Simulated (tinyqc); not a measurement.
Threshold-voltage variability of a planar MOSFET, analytic estimates: effect of the correlation length of the roughness.

Three independent sources add in quadrature: random dopants in the depleted layer, metal-gate grains of two orientations, and roughness of the two gate edges acting through the roll-off VT = VT(long) - Vr exp(-L/l). These are first-order estimates: no three-dimensional electrostatics, no percolation.

ni = sqrt(Nc Nv) exp(-Eg/(2 Vt)), Eg in volts; Cox = 3.9 eps0/ti; Wd = sqrt(4 eps0 eps_r Vt ln(Na/ni)/(q Na)); dopants: s1 = (q/Cox) sqrt(Na Wd/(3 L W)). Grains: Ng = L W/G^2 (at least 1), s2 = dW sqrt(p (1 - p)/Ng). Edges, with exponential correlation and u = W/La: the mean gate length has sL^2 = 2 De^2 (2/u)[1 - (1 - exp(-u))/u]; s3 = sL (Vr/l) exp(-L/l). s = sqrt(s1^2 + s2^2 + s3^2). l and Vr are held fixed.

Values chosen for this exercise; material values close to those of silicon: temperature T = 250 K; band gap Eg = 1.11 eV; relative permittivity of the semiconductor eps_r = 11.7; conduction-band density of states at T Nc = 2.14e19 cm^-3; valence-band density of states at T Nv = 2.05e19 cm^-3; channel doping Na = 7.7e17 cm^-3; oxide-equivalent thickness in inversion ti = 2.2 nm; gate length L = 65 nm; gate width W = 170 nm; metal grain size G = 15 nm; work-function difference of the two grain orientations dW = 0.2 eV; share of the orientation of higher work function p = 0.3; rms roughness of one gate edge De = 1.8 nm; decay length of the threshold roll-off l = 17 nm; prefactor of the roll-off Vr = 2.3 V.

Constants: q = 1.602176634e-19 C, kB = 1.380649e-23 J/K, Vt = kB T/q, eps0 = 8.8541878128e-14 F/cm where lengths are in cm. Results are converted to the units shown.

The same in every row: s1 (mV) = 9.877; s2 (mV) = 13.08.

Effect of the correlation length of the roughness:
```
La (nm),s3 (mV),s (mV),s sqrt(L W) (mV um)
2,1.148,16.43,1.727
5,1.798,16.49,1.733
10,2.504,16.58,1.743
20,3.429,16.74,1.760
40,4.524,17.00,1.787
80,5.587,17.32,1.820
160,6.399,17.59,1.849
```

What does the comparison show?

As La goes from 2 to 160 nm, s rises from 16.4 to 17.6 mV. The grains are the largest source in the first and the last row. The edge term s3 rises from 1.15 to 6.40 mV: a longer correlation averages out less along the width.

Program tinyqc, `OMP_NUM_THREADS=1 python tinyqc.py 2090010 2090011 out.jsonl`; Intel Xeon 2.30GHz, shared host, one thread, about 0.01 s.
